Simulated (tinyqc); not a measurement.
Sputter depth profiling of a dopant layer: erosion rate, quantification and the mixing-roughness response: one step, computed by the program tinyqc. Command: `OMP_NUM_THREADS=1 python tinyqc.py 3020887 3020888 out.jsonl sims walk`. One thread of a shared host (Intel(R) Xeon(R) Processor @ 2.30GHz), about 0.05 s of CPU time with the checks.

A rastered ion beam erodes silicon (49.94 atoms per nm^3). The measured profile is the true one convolved with a depth response.

Question. Measured shape. Mixing alone turns a layer at z0 into (1/w) exp(-(z - z0 + w)/w) for z > z0 - w; roughness adds a Gaussian of width sigma. With x = z - z0 + w: g(x) = (1/(2w)) exp(sigma^2/(2 w^2) - x/w) erfc((sigma/w - x/sigma)/sqrt2), and its integral G(x) = (1/2) erfc(-x/(sigma sqrt2)) - w g(x). Measured: C [G(x) - G(x - b)]. Find the maximum, the full width at half maximum and the deep point where the profile falls to C_B; far down, the trailing edge decays by w ln(10) per decade.

Inputs (values chosen for the exercise, modelled on a dopant in silicon under an oxygen or caesium beam):
```
quantity                               value    unit
roughness sigma                          1.4      nm
depth of the top edge z0                  23      nm
box width b                              1.6      nm
box concentration C                  2.9e+20  1/cm^3
level that defines the junction C_B    3e+16  1/cm^3
```

True profile: box.

mixing length w = 2.869146 nm

Give: depth of the maximum; peak concentration; full width at half maximum; apparent junction depth; trailing slope.

Answer.

depth of the maximum = 22.41 nm

peak concentration = 7.576e+19 1/cm^3

full width at half maximum = 5.235 nm

apparent junction depth = 45.96 nm

trailing slope = 6.606 nm/decade

The true deep edge lies at 24.6 nm, so the junction appears 21.4 nm too deep. The peak reaches 26.1 % of the true concentration.
